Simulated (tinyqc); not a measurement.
## Gap voltage and exponent from three temperatures

Problem. At constant current VBE(T) = Vg0 - a T - eta (kB T/q) ln T, where a is a constant. Find Vg0, eta and dVBE/dT at the middle temperature.

Constants: q = 1.602176634e-19 C, kB = 1.380649e-23 J/K. Results are converted to the units shown.

T (K): [273, 360, 390]
VBE at a constant current (V): [0.8696551240, 0.7400050970, 0.6933359980]

Solution. The relation is linear in Vg0, a and eta, so three points give a linear system; the slope is (VBE - Vg0 - eta kB T/q)/T. eta rests on the curvature of VBE(T) alone, so real fits need accuracy of some tens of microvolts or better.

Vg0 = 1.158 V
eta = 4.400
dVBE/dT = -1.540 mV/K

Computed by the program tinyqc: `OMP_NUM_THREADS=1 python tinyqc.py 2062057 2062058 out.jsonl`, one thread of a shared Intel Xeon 2.30GHz, about 0.02 s for the whole run.
